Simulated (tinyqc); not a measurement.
Comparisons within one model: polar nitride quantum well with polarisation fields. A value that a table varies takes the place of the one given here.

Growth along [0001]. e_par = (a_sub - a)/a, Ppz = 2 e_par (e31 - e33 C13/C33), P = Psp + Ppz in each layer; strain relaxation and the strain shift of the gaps are left out, although thick layers with more than about 1 % mismatch would relax.

In a periodic stack without free charge the potential drop over a period vanishes: F_w = (P_b - P_w) Lb/(eps0 (eps_w Lb + eps_b Lw)), F_b = -F_w Lw/Lb, eps0 = 8.8541878e-12 F/m; 1 MV/cm = 1e8 V/m = 0.01 V/angstrom.

Envelope functions on cells of 0.25 angstrom over barrier, well, barrier (widths Lb, Lw, Lb), psi = 0 beyond, psi'/m continuous (mean mass between points), c = hbar^2/2m0. With u(z) the integral of e F (F_w in the well, F_b = -F_w Lw/Lb in the barriers, 1 MV/cm = 0.01 V/angstrom), zero at the centre of the well, the electron sees u plus Vc in the barriers and the hole -u plus Vv. The transition is Eg + E_e + E_h; excitons are left out.

Constants: hbar^2/2m0 = 3.80998211 eV angstrom^2; hc = 1239.841984 eV nm.

Values chosen for the exercise (near those of an InGaN well in GaN; not measured data):
```
symbol  value                     unit      meaning
a_w     3.282                     angstrom  lattice constant a, well
a_b     3.189                     angstrom  lattice constant a, barrier
a_sub   3.189                     angstrom  in-plane lattice constant of the stack
Psp_w   -0.028                    C/m^2     spontaneous polarisation
Psp_b   -0.0334                   C/m^2     spontaneous polarisation
e31_w   -0.345                    C/m^2
e31_b   -0.333                    C/m^2
e33_w   0.702                     C/m^2
e33_b   0.669                     C/m^2
C_w     0.285                               C13/C33
C_b     0.264                               C13/C33
eps_w   11.3                                dielectric constant
eps_b   10.4                                dielectric constant
Lb      40                        angstrom  barrier width
Eg      2.456                     eV        gap of the well
Vc      0.669                     eV        conduction offset
Vv      0.315                     eV        valence offset
me      0.166                     m0        electron, well
meb     0.2                       m0        electron, barrier
mh      1.67                      m0        hole, everywhere
Ls      (10, 14, 20, 28, 38, 50)  angstrom  well widths
Lw      45                        angstrom  well width
```

## Width of the well

Field, levels and overlap anew for each width.

Results:
```
Lw (angstrom)  F_w (MV/cm)  E (eV)  E without field (eV)  overlap^2  ln overlap^2
10                  -2.949  2.9002                2.9395      0.717         -0.33
14                  -2.743  2.7417                2.8113      0.611         -0.49
20                  -2.484  2.5677                2.6945      0.378         -0.97
28                  -2.206  2.3997                2.6099      0.147         -1.92
38                  -1.935  2.2425                2.5549     0.0313         -3.46
50                  -1.687  2.0974                2.5205    0.00330         -5.71
```

The red shift grows from 39 to 423 meV. The line drops below Eg between 20 and 28 angstrom, which a square well can never do. Over the last two rows dE/dLw = -12.1 meV per angstrom, against -|e F_w| = -16.9 in the last row; the field itself weakens by 43 % over the table, since a wider well shares the drop with the barrier. The overlap falls by a factor 217.

## Screening the field

F_w = -1.7820 MV/cm

Carriers or a semipolar orientation reduce the field; here it is simply scaled in well and barrier.

Results:
```
share of the field  F_w (MV/cm)  E (eV)     nm  overlap^2  separation (angstrom)
1.0                      -1.782  2.1534  575.8     0.0088                   30.0
0.8                      -1.426  2.2546  549.9      0.021                   28.1
0.6                      -1.069  2.3483  528.0      0.055                   25.5
0.4                      -0.713  2.4315  509.9       0.15                   21.7
0.2                      -0.356  2.4984  496.3       0.41                   15.7
0.0                       0.000  2.5322  489.6       0.98                    0.0
```

Full screening shifts the line by -86.1 nm (+379 meV). The first fifth of the screening gives 101 meV and the last fifth 34 meV; a purely quadratic shift would give a ratio of 9, a linear one 1, and here it is 3.0.

## What each parameter does

Polarisation, field, levels and overlap anew. Each row changes one parameter from the base and keeps the others.

Results:
```
case                    F_w (MV/cm)  E (eV)  overlap^2  red shift (meV)
base                         -1.782  2.1534     0.0088              379
Lw = 41 angstrom             -1.866  2.2026      0.018              342
Lb = 65 angstrom             -2.216  2.0184     0.0029              514
a_sub = 3.199 angstrom       -1.776  2.1552     0.0089              377
Psp_b = -0.0367 C/m^2        -1.944  2.1054     0.0060              427
e33_w = 0.772 C/m^2          -1.838  2.1370     0.0077              395
eps_w = 12.4                 -1.701  2.1770      0.011              355
mh = 1.17 m0                 -1.782  2.1703      0.013              365
Vc = 0.569 eV                -1.782  2.1445     0.0078              385
```

The largest shifts from the base row, up to three for each result and ties (the steps differ in size, so this ranks the rows, not the parameters). F_w (MV/cm): Lb -0.433, Psp_b -0.162, Lw -0.084; unchanged at the printed digits by mh and Vc. E (eV): Lb -0.1350, Lw +0.0492, Psp_b -0.0479. overlap^2: Lw +0.00969, Lb -0.00586, mh +0.00371. red shift (meV): Lb +135, Psp_b +48, Lw -37.

tinyqc: `OMP_NUM_THREADS=1 python tinyqc.py 1251728 1251729 out.jsonl`; about 0.03 s, one thread, shared Intel(R) Xeon(R) Processor @ 2.30GHz.
